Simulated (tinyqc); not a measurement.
Comparisons within one model: metal-induced gap states at the contact of a metal chain and a two-band chain. A value that a table varies takes the place of the one given here.

The semiconductor alternates sites A at -Eg/2 and C at +Eg/2 with hopping -t; the gap runs from -Eg/2 to Eg/2. In the gap cosh(q a) = 1 + (Eg^2/4 - E^2)/(2 t^2) and the amplitude changes by -exp(-q a) a period. The metal has site energy 0 and hopping -tm; its end site has g_m = (E - i sqrt(4 tm^2 - E^2))/(2 tm^2). Sites 1, 2, ... count into the semiconductor, with energies e1, e2 alternating. The clean half chain has g1 = 1/(E - e1 - t^2 g2), g2 = 1/(E - e2 - t^2 g1), decaying root. With the contact G11 = 1/(1/g1 - tc^2 g_m), and the density on site j is -Im G_jj/pi = |psi_j/psi_1|^2 (-Im G11/pi), per spin, with psi_2/psi_1 = -t g2, psi_3/psi_2 = -t g1.

Constants: e^2/(4 pi eps0) = 14.39964547 eV angstrom.

Inputs chosen for the exercise (gap and optical dielectric constant near those of SiC; the chain itself is a model; shifted at random, so the results belong to these values and not to a real crystal):
```
symbol  value  unit      meaning
Eg      3.37   eV        gap
t       2.65   eV        hopping in the semiconductor
tm      2.74   eV        hopping in the metal
tc      1.02   eV        hopping across the contact
end     A                site that touches the metal
a       3.08   angstrom  period (two sites); one chain for each area a^2
eps     6.2              dielectric constant
E       -1     eV        energy from mid-gap
```

## Across the gap

E = f Eg. Share on C: the part of the summed density that lies on C sites, whose orbitals make the conduction edge.

Gap states:
```
f      E (eV)  xi = 1/(2q) (angstrom)  D1 (1/eV)  D2 (1/eV)  sum (1/eV)  share on C
-0.48  -1.618                    8.66     0.2829     0.0048      0.9617       0.017
-0.40  -1.348                    4.06     0.0790     0.0060      0.1598       0.071
-0.30  -1.011                    3.06     0.0361     0.0055      0.0656       0.131
-0.15  -0.505                    2.58     0.0167     0.0050      0.0311       0.229
0.00    0.000                    2.46     0.0091     0.0049      0.0196       0.349
0.15    0.505                    2.58     0.0051     0.0052      0.0148       0.505
0.30    1.011                    3.06     0.0026     0.0063      0.0140       0.707
0.40    1.348                    4.06     0.0013     0.0080      0.0174       0.860
0.48    1.618                    8.66     0.0003     0.0116      0.0399       0.976
```

The decay length xi of the density is shortest at mid-gap, 2.46 angstrom, and grows to 8.7 near the edges. The summed density is least at f = 0.3 (0.0140) and largest at f = -0.48 (0.9617 1/eV). The share on C goes from 0.02 to 0.98 and passes one half near f = +0.145, a point that depends on which site ends the chain. The states turn from valence-like to conduction-like across the gap; the branch point, where the decay is fastest, lies at mid-gap in this symmetric chain and is the usual estimate of the neutrality level.

## Wider gaps pin less

E = 0; Eg is varied and eps follows 1 + (eps0 - 1)(Eg0/Eg), with the given Eg and eps as Eg0 and eps0. xi = 1/(2q), N = 2 (summed density)/a^2, S = 1/(1 + 4 pi e^2 N xi/eps).

Against the gap:
```
Eg (eV)    eps  xi (angstrom)  summed density (1/eV)      S  S at fixed eps
0.50     36.05          16.33                 0.1708  0.253           0.055
0.75     24.37          10.89                 0.1113  0.345           0.118
1.10     16.93           7.43                 0.0735  0.448           0.229
1.50     12.68           5.46                 0.0520  0.539           0.364
2.30      8.62           3.58                 0.0316  0.667           0.590
3.40      6.15           2.44                 0.0194  0.773           0.775
5.50      4.19           1.55                 0.0100  0.876           0.913
9.00      2.95           1.00                 0.0047  0.943           0.972
```

From Eg = 0.5 to 9 eV xi falls by a factor 16.3 and the summed density by 36.6, so at fixed eps S rises from 0.06 to 0.97. The weaker screening of wide-gap solids works against this: with it S goes from 0.25 to 0.94.

## Weakening the contact bond

At the given E, tc is varied, as by a thin spacer. xi = 1/(2q), N = 2 (summed density)/a^2, S = 1/(1 + 4 pi e^2 N xi/eps) with xi and eps kept.

Against tc:
```
tc (eV)  D1 (1/eV)  summed density (1/eV)       S
0.10       0.00038                0.00070  0.9871
0.25       0.00239                0.00433  0.9250
0.50       0.00940                0.01703  0.7583
0.80       0.02303                0.04173  0.5615
1.20       0.04595                0.08326  0.3909
1.80       0.07235                0.13110  0.2896
2.50       0.07428                0.13459  0.2842
3.50       0.05429                0.09837  0.3520
```

For a weak bond the density goes as tc^2 (ratio 6.22 between 0.25 and 0.1 eV, against 6.25). It is largest at tc = 2.5 eV among these rows and falls beyond, as the first site pairs off with the metal. S is 0.987 at 0.1 eV and has its least value, 0.284, in that row.

## What each parameter does

xi = 1/(2q), summed density, and S = 1/(1 + 4 pi e^2 N xi/eps), N = 2 (summed density)/a^2. Each row changes one parameter from the base and keeps the others.

Results:
```
case           xi (angstrom)  summed density (1/eV)       S
base                   3.041                0.06417  0.4544
Eg = 3.707 eV          2.652                0.04846  0.5584
t = 2.915 eV           3.340                0.05965  0.4493
tm = 3.014 eV          3.041                0.05969  0.4724
tc = 1.122 eV          3.041                0.07502  0.4160
eps = 6.82             3.041                0.06417  0.4781
end = C                3.041                0.01398  0.7926
```

The largest shifts from the base row, up to three for each result and ties (the steps differ in size, so this ranks the rows, not the parameters). xi (angstrom): Eg -0.390, t +0.298; unchanged at the printed digits by tm, tc, eps and end. summed density (1/eV): end -0.05018, Eg -0.01570, tc +0.01086; unchanged at the printed digits by eps. S: end +0.3382, Eg +0.1040, tc -0.0384. The decay length belongs to the semiconductor alone; the metal and the contact set only the amplitude.

Run: tinyqc, `OMP_NUM_THREADS=1 python tinyqc.py 1451963 1451964 out.jsonl`; Intel(R) Xeon(R) Processor @ 2.30GHz, one thread, shared host; about 0.01 s of CPU time with all checks.
